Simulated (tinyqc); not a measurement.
Froehlich polaron in a polar crystal: one step, computed by the program tinyqc.

One electron in a parabolic band of mass m*, coupled to dispersionless LO phonons in the continuum model. Energies are in units of hbar omega unless marked, wave numbers in k_0 = sqrt(2 m* omega/hbar).

Task: Coupling constant and length scale. 1/eps* = 1/eps_inf - 1/eps_s; k_0 = sqrt(2 m* omega/hbar) = sqrt(m* hbar omega / (hbar^2/(2 m_0))) with m* in m_0; alpha = (e^2/(4 pi eps_0)) k_0/(2 eps* hbar omega); polaron length 1/k_0.

Inputs (values chosen for the exercise, for a model crystal):
```
quantity                          value  unit
band mass m*                      0.351   m_0
LO phonon energy hbar omega        50.5   meV
eps_inf                            5.82     -
static dielectric constant eps_s   27.7     -
```

Constants: hbar^2/(2 m_0) = 3.80998212 eV angstrom^2; e^2/(4 pi eps_0) = 14.39964548 eV angstrom.

Give: eps*; k_0; coupling constant alpha; polaron length 1/k_0.

Result:

eps* = 7.368

k_0 = 0.06821 1/angstrom

coupling constant alpha = 1.320

polaron length 1/k_0 = 14.66 angstrom

Intermediate coupling.
